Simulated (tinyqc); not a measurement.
## Front-illuminated p-i-n photodiode, quantum efficiency and bandwidth: efficiency and bandwidth against the absorption coefficient

Light enters through a p layer (0 to xp), a depleted layer (xp to xp + wi) and a thick n substrate, decaying as exp(-al x); one pass, no back reflection. Carriers made in the depleted layer are all collected; those in the neutral layers diffuse.

k = al Ln, s = S Ln/Dn, e = exp(-al xp); front layer f1 = (k/(k^2 - 1)) {[s + k - e (s cosh(xp/Ln) + sinh(xp/Ln))]/[s sinh(xp/Ln) + cosh(xp/Ln)] - k e}; depleted layer f2 = e (1 - exp(-al wi)); substrate f3 = e exp(-al wi) al Lp/(1 + al Lp); external efficiency (1 - Rf)(f1 + f2 + f3); responsivity = efficiency q lam/(h c). Drift response for pairs made in the depleted layer, a = al wi, g = 1 - exp(-a), u = 2 pi i f, te = wi/ve, th = wi/vh: electrons He = [g - a (exp(-a) - exp(-u te))/(u te - a)]/(u te g), holes Hh = [g - a (1 - exp(-a - u th))/(a + u th)]/(u th g); C = eps0 eps_r pi (dia/2)^2/wi + Cp; total |He + Hh|/sqrt(1 + (2 pi f RL C)^2), for the current of the depleted layer alone. Limits are the frequencies at which each factor falls to 1/sqrt(2); inverse-square sum (f_transit^-2 + f_RC^-2)^(-1/2); the diffusion currents f1 and f3 are left out of the bandwidth. lam is held fixed while al varies.

Inputs (values chosen for the exercise); values close to those of In0.53Ga0.47As at this wavelength:
- lam = 1550 nm (wavelength)
- Rf = 0.02 (reflectance of the front face)
- eps_r = 13.7 (relative permittivity)
- xp = 0.7 um (thickness of the front p layer)
- wi = 0.54 um (thickness of the depleted layer)
- Dn = 110 cm^2/s (electron diffusion coefficient in the p layer)
- Ln = 0.37 um (electron diffusion length in the p layer)
- S = 100 cm/s (recombination velocity of the front surface)
- Lp = 27 um (hole diffusion length in the thick n substrate)
- ve = 7.09e6 cm/s (electron drift velocity)
- vh = 4.91e6 cm/s (hole drift velocity)
- dia = 18 um (diameter)
- RL = 50 ohm (load resistance)
- Cp = 20 fF (parasitic capacitance)

Constants: q = 1.602176634e-19 C, h = 6.62607015e-34 J s, c = 299792458 m/s, eps0 = 8.8541878128e-14 F/cm where lengths are in cm. Results are converted to the units shown.

The same in every row: RC limit (GHz) = 41.25.

Results:
```
al (1/cm),f2,f1 + f3,responsivity (A/W),transit limit (GHz),3 dB bandwidth (GHz),inverse-square sum (GHz),bandwidth x (1 - Rf) f2 (GHz)
30,0.001615,0.07571,0.09474,57.84,32.23,33.59,0.05102
90,0.004818,0.1965,0.2466,57.85,32.23,33.59,0.1522
300,0.01574,0.4416,0.5604,57.90,32.24,33.60,0.4972
900,0.04454,0.6643,0.8684,58.03,32.26,33.62,1.408
3000,0.1212,0.7071,1.015,58.47,32.35,33.71,3.844
9000,0.2050,0.5349,0.9065,59.70,32.59,33.94,6.548
30000,0.09822,0.3796,0.5854,63.13,33.27,34.53,3.202
3e5,7.583e-10,0.2973,0.3642,59.57,32.90,33.91,2.445e-8
```

Estimate the missing row, al = 90000 1/cm.

Computed row:
```
al (1/cm),f2,f1 + f3,responsivity (A/W),transit limit (GHz),3 dB bandwidth (GHz),inverse-square sum (GHz),bandwidth x (1 - Rf) f2 (GHz)
90000,0.001822,0.3215,0.3961,64.59,33.71,34.77,0.06019
```

With this row back in the table: As al goes from 30 to 3e5, the responsivity goes from 0.0947 through a maximum of 1.01 (at al = 3000 among the rows listed) to 0.364 A/W and the bandwidth goes from 32.2 through a maximum of 33.7 (at al = 90000 among the rows listed) to 32.9 GHz. The RC limit is the lower one in every row. Adding inverse squares of the two limits is within 4.2 % of the full result. Strong absorption puts the pairs into the front layer, where they must diffuse against surface loss; weak absorption lets light pass beyond a diffusion length of the junction. In every row the diffusion currents exceed 0.3 of the drift current; their own response times, left out, may then shape the whole response.

Computed by the program tinyqc: `OMP_NUM_THREADS=1 python tinyqc.py 2250106 2250107 out.jsonl`, one thread of a shared Intel Xeon 2.30GHz, about 0.01 s for the whole run.
